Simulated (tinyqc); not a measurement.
p-n diode with diffusion and depletion-layer recombination: currents and ideality against junction voltage.

Abrupt junction in the depletion approximation, low injection, full ionisation, neutral widths fixed, ohmic contact on the p side. Vj is the junction voltage; where a series resistance Rs is given, V = Vj + J Rs is the terminal voltage.

ni = sqrt(Nc Nv) exp(-Eg/(2 Vt)), Eg in volts; D = mu Vt; Ln = sqrt(Dn tn), Lp = sqrt(Dp tp); J0n = q ni^2 Dn coth(wp/Ln)/(Ln Na); J0p = (q ni^2 Dp/(Lp Nd)) (s + tanh(wn/Lp))/(1 + s tanh(wn/Lp)), s = Sp Lp/Dp. J_diff = (J0n + J0p)(exp(Vj/Vt) - 1). Vbi = Vt ln(Na Nd/ni^2), W = sqrt(2 eps0 eps_r (Vbi - Vj)(1/Na + 1/Nd)/q), xp = W Nd/(Na + Nd), xn = W Na/(Na + Nd); u(x) = q Na (x + xp)^2/(2 eps0 eps_r) for x < 0 and Vbi - Vj - q Nd (xn - x)^2/(2 eps0 eps_r) for x > 0; p = Na exp(-u/Vt), n = Nd exp((u - Vbi + Vj)/Vt); U = ni^2 (exp(Vj/Vt) - 1)/(tp (n + ni exp(Et/Vt)) + tn (p + ni exp(-Et/Vt))); J_scr = q times the integral of U from -xp to xn. J = J_diff + J_scr. Ideality = (1/Vt) dVj/d ln J or (1/Vt) dV/d ln J; last column ni^2 exp(Vj/Vt)/N^2.

Values chosen for this exercise; band and dielectric values close to those of silicon:
```
symbol    value        unit                                  meaning
T           300           K                              temperature
Eg         1.13          eV                                 band gap
eps_r      11.7                                relative permittivity
Nc      2.78e19       cm^-3   conduction-band density of states at T
Nv      2.67e19       cm^-3      valence-band density of states at T
Na       3.5e16       cm^-3                         acceptor density
Nd       7.7e15       cm^-3                            donor density
mun         780  cm^2/(V s)          electron mobility in the p side
mup         390  cm^2/(V s)              hole mobility in the n side
tn         3e-7           s                        electron lifetime
tp         5e-6           s                            hole lifetime
wp           19          um              neutral width of the p side
wn         0.52          um              neutral width of the n side
Sp          1e5        cm/s  recombination velocity at the n contact
Rs      0.00018    ohm cm^2                        series resistance
Et            0          eV     trap level above the intrinsic level
```

Constants: q = 1.602176634e-19 C, kB = 1.380649e-23 J/K, Vt = kB T/q, eps0 = 8.8541878128e-14 F/cm where lengths are in cm. Results are converted to the units shown.

Result of one run:

| Vj (V) | J_diff (A/cm^2) | J_scr (A/cm^2) | J (A/cm^2) | V (V) | ideality against Vj | ideality against V | minority/doping, lighter side |
|---|---|---|---|---|---|---|---|
| 0.49 | 0.01882 | 3.448e-5 | 0.01885 | 0.4900 | 1.001 | 1.001 | 2.218e-4 |

What becomes of these results when the junction voltage at which recombination is evaluated Vj is changed from 0.49 to 0.24 V, all else the same?

Result of the changed run:

| Vj (V) | J_diff (A/cm^2) | J_scr (A/cm^2) | J (A/cm^2) | V (V) | ideality against Vj | ideality against V | minority/doping, lighter side |
|---|---|---|---|---|---|---|---|
| 0.24 | 1.188e-6 | 1.902e-7 | 1.378e-6 | 0.2400 | 1.069 | 1.069 | 1.400e-8 |

The whole series:

| Vj (V) | J_diff (A/cm^2) | J_scr (A/cm^2) | J (A/cm^2) | V (V) | ideality against Vj | ideality against V | minority/doping, lighter side |
|---|---|---|---|---|---|---|---|
| 0.19 | 1.716e-7 | 6.760e-8 | 2.392e-7 | 0.1900 | 1.149 | 1.149 | 2.024e-9 |
| 0.24 | 1.188e-6 | 1.902e-7 | 1.378e-6 | 0.2400 | 1.069 | 1.069 | 1.400e-8 |
| 0.29 | 8.218e-6 | 5.310e-7 | 8.749e-6 | 0.2900 | 1.029 | 1.029 | 9.687e-8 |
| 0.34 | 5.685e-5 | 1.485e-6 | 5.833e-5 | 0.3400 | 1.012 | 1.012 | 6.701e-7 |
| 0.39 | 3.933e-4 | 4.180e-6 | 3.974e-4 | 0.3900 | 1.005 | 1.005 | 4.636e-6 |
| 0.44 | 0.002720 | 1.191e-5 | 0.002732 | 0.4400 | 1.002 | 1.002 | 3.207e-5 |
| 0.49 | 0.01882 | 3.448e-5 | 0.01885 | 0.4900 | 1.001 | 1.001 | 2.218e-4 |
| 0.54 | 0.1302 | 1.020e-4 | 0.1303 | 0.5400 | 1.000 | 1.001 | 0.001535 |
| 0.59 | 0.9006 | 3.091e-4 | 0.9009 | 0.5902 | 1.000 | 1.006 | 0.01062 |

The ideality against Vj falls from 1.15 to 1.00. Diffusion is the larger current in every row. J_scr alone has an ideality of 1.87 between the first two rows and 1.75 between the last two.

Computed by the program tinyqc: `OMP_NUM_THREADS=1 python tinyqc.py 2260136 2260137 out.jsonl`, one thread of a shared Intel Xeon 2.30GHz, about 0.01 s for the whole run.
